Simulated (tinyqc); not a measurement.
Strength against creep resistance: grain growth, pinning, strength and diffusional creep of a polycrystal or thin film. Computed by tinyqc, a small Python program. Command: `OMP_NUM_THREADS=1 python tinyqc.py 3017103 3017104 out.jsonl grain walk`. One thread of a shared host (Intel(R) Xeon(R) Processor @ 2.30GHz), about 0.01 s of CPU time with the checks.

One mean grain size d describes the structure.

Inputs (values chosen for the exercise, modelled on nickel):

| quantity | value | unit |
|---|---|---|
| atomic volume Omega | 10.94 | angstrom^3 |
| boundary energy gamma | 0.84 | J/m^2 |
| mobility prefactor M0 | 2e-07 | m^4/(J s) |
| activation energy of boundary motion Q_m | 1.55 | eV |
| anneal temperature T | 834 | K |
| anneal time t | 71 | s |
| initial grain size d0 | 31 | nm |
| particle volume fraction f | 0.00045 | - |
| particle radius r | 4.6 | nm |
| film thickness h | 970 | nm |
| surface energy gamma_s | 1.9 | J/m^2 |
| Hall-Petch slope k_y | 0.15 | MPa m^0.5 |
| lattice diffusion energy Q_l | 2.84 | eV |
| boundary diffusion energy Q_b | 1.26 | eV |
| lattice prefactor D0 | 0.00015 | m^2/s |
| boundary prefactor delta D0b | 2e-14 | m^3/s |
| applied stress sigma | 240 | MPa |
| service temperature T_c | 817 | K |

Sample: thin film on a substrate.

Constants: k_B = 8.617333262e-05 eV/K; k_B = 1.380649e-23 J/K.

Method:
- M = M0 exp(-Q_m/(k_B T)). The driving pressure is 2 gamma/d. Zener pinning pressure 3 f gamma/(2 r) stops growth at d_Z = 4 r/(3 f). Grooves where boundaries meet the surface have the angle theta = arcsin(gamma/(2 gamma_s)) and are taken to stop growth at d_h = h/(2 theta), a few film thicknesses; the limit is 1/d_lim = 1/d_Z + 1/d_h.
- dd/dt = 2 M gamma (1/d - 1/d_lim) integrates to 2 M gamma t = d_lim (d0 - d) + d_lim^2 ln[(d_lim - d0)/(d_lim - d)]; without pinning d^2 = d0^2 + 4 M gamma t.
- Nabarro-Herring rate = 14 sigma Omega D_l/(k_B T d^2), D_l = D0 exp(-Q_l/(k_B T)); Coble rate = 14 pi sigma Omega delta D_b/(k_B T d^3), delta D_b = delta D0b exp(-Q_b/(k_B T)); they are equal at d_x = pi delta D_b/D_l.
- Hall-Petch term k_y/sqrt(d).

crossover size d_x = 2.33635e+06 micrometre

At T_c and sigma:

| d (nm) | Hall-Petch term (MPa) | Nabarro-Herring (1/s) | Coble (1/s) | time to 1 % (s) |
|---|---|---|---|---|
| 30 | 866.03 | 1.6442e-06 | 1.2805e+02 | 7.8094e-05 |
| 100 | 474.34 | 1.4798e-07 | 3.4574e+00 | 2.8924e-03 |
| 300 | 273.86 | 1.6442e-08 | 1.2805e-01 | 7.8094e-02 |
| 1000 | 150.00 | 1.4798e-09 | 3.4574e-03 | 2.8924e+00 |
| 3000 | 86.60 | 1.6442e-10 | 1.2805e-04 | 7.8094e+01 |
| 10000 | 47.43 | 1.4798e-11 | 3.4574e-06 | 2.8924e+03 |
| 100000 | 15.00 | 1.4798e-13 | 3.4574e-09 | 2.8922e+06 |

What does the comparison show, and why?

From 100 micrometre to 30 nm grains the Hall-Petch term grows 58 times, while the time to 1 % strain shrinks by 10.6 decades. Coble creep rules in 7 of the seven rows (d_x is a millimetre or more). Fine grains resist slip but creep fast. The Hall-Petch value at 30 nm is at the edge of that law, and in a film grains much larger than h lose atoms to the surfaces instead. Caution: sigma Omega is not small against k_B T, as the linear creep laws assume.

Extremes, crossings and ranges named in words are read from the listed rows.
